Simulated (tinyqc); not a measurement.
# Worked calculation: on-chip power grid, static voltage drop by conjugate gradients

tinyqc, about 0.3 s, one thread, Intel Xeon 2.30GHz (shared host): `OMP_NUM_THREADS=1 python tinyqc.py 2770125 2770126 out.jsonl` Printed values are rounded.

A grid of 3 rows and 3 columns, node k = 3 row + column. Neighbours in a row are joined by Rx, in a column by Ry; pad nodes, which reach the supply through Rp: 0. Each node draws I0, node 4 draws kh I0. The drops u = Vdd - V solve G u = i, with G the conductance matrix (1/Rp added on the diagonal at pad nodes).

Parameters, values chosen for the exercise:
- Vdd = 0.9 V (supply voltage)
- Rx = 0.46 ohm (resistance of a horizontal segment)
- Ry = 1.4 ohm (resistance of a vertical segment)
- Rp = 0.5 ohm (resistance from a pad node to the supply)
- I0 = 5 mA (load current of an ordinary node)
- kh = 5 (factor on the load at the hot node)

## Diagonal of G, loads and first direction

G_kk = sum of the conductances at node k. Start u = 0, so the residual is r = i; z = r/G_kk (Jacobi preconditioner), p = z.

G_kk (S):
```
,col 0,col 1,col 2
row 0,4.88820,5.06211,2.88820
row 1,3.60248,5.77640,3.60248
row 2,2.88820,5.06211,2.88820
```

r at the start (mA):
```
,col 0,col 1,col 2
row 0,5,5,5
row 1,5,25,5
row 2,5,5,5
```

p at the start (mV):
```
,col 0,col 1,col 2
row 0,1.02287,0.987730,1.73118
row 1,1.38793,4.32796,1.38793
row 2,1.73118,0.987730,1.73118
```

## Iteration 1: conjugate-gradient step

u at the start (mV):
```
,col 0,col 1,col 2
row 0,0,0,0
row 1,0,0,0
row 2,0,0,0
```

q = G p; with z = r/G_kk: a = (r.z)/(p.q); u(new) = u + a p; r(new) = r - a q; b = (r.z)(new)/(r.z); p(new) = z(new) + b p.

q (mA):
```
,col 0,col 1,col 2
row 0,1.8614,-4.0785,1.8614
row 1,-6.3758,17.5545,-6.8817
row 2,1.8614,-5.6183,1.8614
```

a = 2.73701

u after iteration 1 (mV):
```
,col 0,col 1,col 2
row 0,2.7996,2.7034,4.7383
row 1,3.7988,11.8456,3.7988
row 2,4.7383,2.7034,4.7383
```

r after iteration 1 (mA):
```
,col 0,col 1,col 2
row 0,-0.0946,16.1628,-0.0946
row 1,22.4506,-23.0467,23.8353
row 2,-0.0946,20.3773,-0.0946
```

b = 3.20914

p after iteration 1 (mV):
```
,col 0,col 1,col 2
row 0,3.2632,6.3627,5.5229
row 1,10.6860,9.8992,11.0704
row 2,5.5229,7.1952,5.5229
```

## Iteration 2: conjugate-gradient step

As before.

q (mA):
```
,col 0,col 1,col 2
row 0,-5.5137,6.0376,-5.7882
row 1,10.7005,0.2010,10.4712
row 2,-7.3236,5.3397,-7.5981
```

a = 2.96065

u after iteration 2 (mV):
```
,col 0,col 1,col 2
row 0,12.4608,21.5411,21.0895
row 1,35.4364,41.1538,36.5745
row 2,21.0895,24.0060,21.0895
```

r after iteration 2 (mA):
```
,col 0,col 1,col 2
row 0,16.2294,-1.7123,17.0423
row 1,-9.2299,-23.6418,-7.1663
row 2,21.5879,4.5683,22.4008
```

b = 1.20202

p after iteration 2 (mV):
```
,col 0,col 1,col 2
row 0,7.2425,7.3098,12.5393
row 1,10.2828,7.8063,11.3176
row 2,14.1131,9.5512,14.3946
```

## Iteration 3: conjugate-gradient step

As before.

q (mA):
```
,col 0,col 1,col 2
row 0,12.1673,-11.5768,12.2410
row 1,4.8193,-13.9090,4.5630
row 2,12.6531,-19.1996,12.7268
```

a = 1.91739

u after iteration 3 (mV):
```
,col 0,col 1,col 2
row 0,26.3476,35.5568,45.1322
row 1,55.1525,56.1215,58.2748
row 2,48.1499,42.3195,48.6896
```

r after iteration 3 (mA):
```
,col 0,col 1,col 2
row 0,-7.1001,20.4850,-6.4285
row 1,-18.4704,3.0272,-15.9154
row 2,-2.6730,41.3815,-2.0014
```

b = 0.979888

p after iteration 3 (mV):
```
,col 0,col 1,col 2
row 0,5.6444,11.2095,10.0613
row 1,4.9488,8.1733,6.6721
row 2,12.9038,17.5339,13.4121
```

## Course of the conjugate-gradient iteration

Stop when |r| is below 1e-9 mA.

Course of the iteration:
```
iteration,largest u (mV),|r| (mA)
1,11.8456,47.7
2,41.1538,47.3
3,58.2748,53.3
4,69.3364,12.5
5,74.6080,16.0
6,76.8861,1.00
7,76.8093,0.0162
8,76.8067,< 1e-11
```

Converged in 8 iterations for 9 unknowns; in exact arithmetic the method needs at most 9. The condition number of the scaled matrix is 71.0. Gauss-Seidel sweeps in node order need 426 to reach the same residual.

## Worst drop, pad currents and power lost

converged u (mV):
```
,col 0,col 1,col 2
row 0,32.5000,49.1492,56.2289
row 1,65.8284,71.2740,70.7759
row 2,75.5832,76.4883,76.8067
```

Pad current u/Rp; worst drop as a share of Vdd; power lost in the grid and pads sum_k i_k u_k; power delivered sum_k i_k (Vdd - u_k).

worst drop = 76.8067 mV
share of Vdd = 8.53408 %
pad currents (mA): node 0 65
power lost = 4.29865 mW
power delivered = 54.2013 mW

The pad currents add up to the total load, 65.00 mA. The worst drop is at node 8, not at the hot node.
